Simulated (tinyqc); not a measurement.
# Inputs raised by 2 %, one at a time

Model: shallow acceptor in the spherical model (Baldereschi-Lipari), strong spin-orbit limit. Computed by tinyqc, a small Python program. Command: `OMP_NUM_THREADS=1 python tinyqc.py 3023438 3023439 out.jsonl acceptor sens`. One thread of a shared host (Intel(R) Xeon(R) Processor @ 2.30GHz), about 0.02 s of CPU time with the checks.

The 1S(3/2) state has an s envelope f(r) and a d envelope g(r). In effective units they obey -(f'' + 2f'/r + 2f/r) + mu (g'' + 5g'/r + 3g/r^2) = E f and -(g'' + 2g'/r - 6g/r^2 + 2g/r) + mu (f'' - f'/r) = E g. The cubic term, the split-off band and the central cell are left out.

Inputs (values chosen for the exercise, modelled on CdTe):
```
quantity                 value  unit
Luttinger gamma_1         4.06     -
Luttinger gamma_2         1.07     -
Luttinger gamma_3         1.65     -
dielectric constant eps   10.5     -
```

Constants: Ry = 13.605693123 eV; a_0 = 0.529177210903 angstrom.

Method:
- Ry* = Ry/(gamma_1 eps^2), a* = a_0 eps gamma_1, mu = (6 gamma_3 + 4 gamma_2)/(5 gamma_1), delta = (gamma_3 - gamma_2)/gamma_1; spherical masses 1/(gamma_1 (1 - mu)) (heavy) and 1/(gamma_1 (1 + mu)) (light).
- Basis: f_i = exp(-zeta_i r), g_i = r exp(-zeta_i r), weight r^2 dr, s = zeta_i + zeta_j. S_ff = 2/s^3, H_ff = zeta_i zeta_j S_ff - 2/s^2; S_gg = 24/s^5, H_gg = 8/s^3 + 24 zeta_i zeta_j/s^5 - 12/s^4; H(f_i, g_j) = mu (6 zeta_i^2/s^4 + 2 zeta_i/s^3); S_fg = 0. Each function is normalised by sqrt(S_ii).
- Large basis: zeta_i = 0.08 x 1.55^(i-1), i = 1..20 in each channel; overlap eigenvalues below 1e-11 are dropped.
- Binding energies are -E Ry*; the mass that fits is E(1S) eps^2/Ry.

Runs:
```
input moved              from      to  2S(3/2) binding energy (meV)  d weight of 1S(3/2)  heavy-hole mass (m_0)  light-hole mass (m_0)
base run                    -       -                        16.413              0.22212                0.81699                0.14501
Luttinger gamma_1        4.06  4.1412                        15.494              0.21288                0.76617                0.14332
Luttinger gamma_2        1.07  1.0914                        16.612              0.22502                0.82858                0.14465
Luttinger gamma_3        1.65   1.683                        16.882              0.22885                0.84431                0.14418
dielectric constant eps  10.5   10.71                        15.776              0.22212                0.81699                0.14501
```

Exponents ln(y'/y) / ln(x'/x):
```
input                    2S(3/2) binding energy  d weight of 1S(3/2)  heavy-hole mass  light-hole mass
Luttinger gamma_1                        -2.911               -2.146           -3.244           -0.591
Luttinger gamma_2                         0.608                0.653            0.711           -0.125
Luttinger gamma_3                         1.422                1.506            1.661           -0.289
dielectric constant eps                  -2.000                0.000            0.000            0.000
```

Among the inputs moved here: 2S(3/2) binding energy answers most in size to Luttinger gamma_1 (exponent -2.911), next to dielectric constant eps (-2.000). Its exponent -2.000 in dielectric constant eps: Ry* scales as 1/eps^2. d weight of 1S(3/2) answers most in size to Luttinger gamma_1 (exponent -2.146), next to Luttinger gamma_3 (+1.506); its exponent is below 0.0005 for dielectric constant eps. Heavy-hole mass answers most in size to Luttinger gamma_1 (exponent -3.244), next to Luttinger gamma_3 (+1.661); its exponent is below 0.0005 for dielectric constant eps. Light-hole mass answers most in size to Luttinger gamma_1 (exponent -0.591), next to Luttinger gamma_3 (-0.289); its exponent is below 0.0005 for dielectric constant eps.
